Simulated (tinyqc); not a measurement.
## Permittivity of the insulator from five potentials

Question. A node lies on a semiconductor-insulator interface. Steps: hs = tb/3 down into the semiconductor, ho = tox/2 up into the insulator, hy = L/7 sideways. The flux balance of its box reads eox (hy/ho)(above - node) + eps_r (hy/hs)(below - node) + [(eps_r hs + eox ho)/(2 hy)](left + right - 2 node) - q Na (hs/2) hy/eps0 = 0. Find eox.

Parameters, values chosen for the exercise; semiconductor permittivity close to that of germanium:
- eps_r = 15.8 (relative permittivity of the semiconductor)
- tb = 6 nm (body thickness)
- tox = 3.4 nm (insulator thickness)
- L = 27 nm (channel length)
- Na = 0 cm^-3 (acceptor density of the depleted body)

Constants: q = 1.602176634e-19 C, eps0 = 8.8541878128e-14 F/cm where lengths are in cm. Results are converted to the units shown.

psi (V): node 0.27115122, above 0.21140214, below 0.34914381, left 0.20983128, right 0.43788748

Answer. The balance is linear in eox.

eox = 25.0

Numbers from tinyqc (`OMP_NUM_THREADS=1 python tinyqc.py 2480101 2480102 out.jsonl`; about 0.1 s on one thread of a shared Intel Xeon 2.30GHz).
